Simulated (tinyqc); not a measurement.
Inside a calculation. Method: Hubbard ring of 6 sites. Computed by tinyqc, a small Python program that keeps every step. Settings: hopping = 1.16, U = 1.5, mixing = 0.5, iteration cap = 57. Command: `OMP_NUM_THREADS=1 python tinyqc.py 22655 22656 out.jsonl` (the two numbers bound the seeds that draw the settings). One thread of a shared host (Intel(R) Xeon(R) Processor @ 2.60GHz), about 0.2 s of CPU time with the checks.

one-body matrix (hopping and site energies) (eV), lower triangle:
```
,1,2,3,4,5,6
1,0.0000
2,-1.1600,0.0000
3,0.0000,-1.1600,0.0000
4,0.0000,0.0000,-1.1600,0.0000
5,0.0000,0.0000,0.0000,-1.1600,0.0000
6,-1.1600,0.0000,0.0000,0.0000,-1.1600,0.0000
```

U = 1.5000 eV

electrons, up and down: 2  2

n(up) at the start (a guess, not normalised): 1 0.7830, 2 0.0000, 3 0.7830, 4 0.0000, 5 0.7830, 6 0.0000

n(down) at the start (a guess): 1 0.0000, 2 0.7830, 3 0.0000, 4 0.7830, 5 0.0000, 6 0.7830

Each step fills the lowest levels of T + U n(other spin) and sets n(new) = n + mixing (n(out) - n); stop when output and input agree to 1e-8.

Course of the cycle:
```
iteration,E (eV),largest |n(out) - n(in)|,mean |n_up - n_down|
1,-5.599650,5.75e-01,0.2324
2,-5.706795,4.36e-01,0.1503
3,-5.833934,3.75e-01,0.1137
4,-5.940485,2.63e-01,0.1767
5,-6.057817,1.78e-01,0.2208
6,-6.105426,9.85e-02,0.2383
7,-6.114556,6.59e-02,0.2493
8,-6.116539,3.98e-02,0.2534
9,-6.117233,2.55e-02,0.2561
10,-6.117495,1.60e-02,0.2576
11,-6.117595,9.99e-03,0.2585
...,...,...,...
47,-6.117658,3.86e-05,0.2595
48,-6.117658,3.86e-05,0.2595
49,-6.117658,3.86e-05,0.2595
50,-6.117658,3.86e-05,0.2595
51,-6.117658,3.85e-05,0.2595
52,-6.117658,3.85e-05,0.2595
53,-6.117658,3.85e-05,0.2595
54,-6.117658,3.85e-05,0.2595
55,-6.117658,3.85e-05,0.2595
56,-6.117658,3.85e-05,0.2594
57,-6.117658,3.84e-05,0.2594
```

Can the last value be used, and what does the course show?

Not by the stop rule, although the second column moves by less than 1e-07 over the last three steps. Not converged within 57 iterations: the residual has stopped falling. The lowest mean-field energy found from random starts is -6.11766 eV. Reruns (cap 100 unless said): mixing 0.2: not converged; mixing 0.9: not converged; the original settings with a cap of 400: not converged.
